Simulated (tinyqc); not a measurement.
From results back to parameters: Koster-Slater impurity in an sp3s* host.

Problem. In the Koster-Slater model a defect shifts the s level of its site by Vs and the p levels by Vp; an A1 level solves 1/Vs = G_s(E) and a T2 level 1/Vp = G_p(E), E from the top of the valence band. A defect has an A1 level at E = 0.7051 eV, one of the energies of the table, and a T2 level at 0.7051 eV.

G(E) of the host (1/eV):
```
E (eV)         G_s         G_p
0.0000  -0.0867396   0.0032421
0.1763  -0.1029373  -0.0374173
0.3526  -0.1207062  -0.0646808
0.5288  -0.1407534  -0.0883718
0.7051  -0.1639766  -0.1110261
0.8814  -0.1916508  -0.1341653
1.0577  -0.2257388  -0.1591949
1.2340  -0.2695312  -0.1878727
1.4102  -0.3292018  -0.2229561
```

Find: Vs, Vp.

Solution. Read G_s and G_p at the two energies and invert them. Vs is attractive and pulls its level down from the conduction bands. Vp is attractive and pulls its level down from the conduction bands.

Vs, Vp (eV): -6.1  -9.0

Program tinyqc; command `OMP_NUM_THREADS=1 python tinyqc.py 1450486 1450487 out.jsonl`; about 0.02 s on one thread of a shared Intel(R) Xeon(R) Processor @ 2.30GHz.
